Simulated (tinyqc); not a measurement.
Pelgrom slope, floor and doping from two device sizes.

Inverse problem. s^2 = A^2/(L W) + s0^2, with s0 independent of size and A = (q/Cox) sqrt(Na Wd/3) from random dopants alone, Cox = 3.9 eps0/ti. Find A, s0 and Na.

Values chosen for this exercise:
- ti = 1.5 nm (oxide-equivalent thickness in inversion)

Constants: q = 1.602176634e-19 C, eps0 = 8.8541878128e-14 F/cm where lengths are in cm. Results are converted to the units shown.

s for gate areas 0.0037 and 0.034 um^2 (mV): [19.1828847, 6.82216187]
Wd = 15.8957417 nm

Solution. s^2 is linear in 1/area: slope A^2, intercept s0^2.

A = 1.155 mV um
s0 = 2.700 mV
Na = 5.200e18 cm^-3

tinyqc, about 0.01 s, one thread, Intel Xeon 2.30GHz (shared host): `OMP_NUM_THREADS=1 python tinyqc.py 2090067 2090068 out.jsonl`
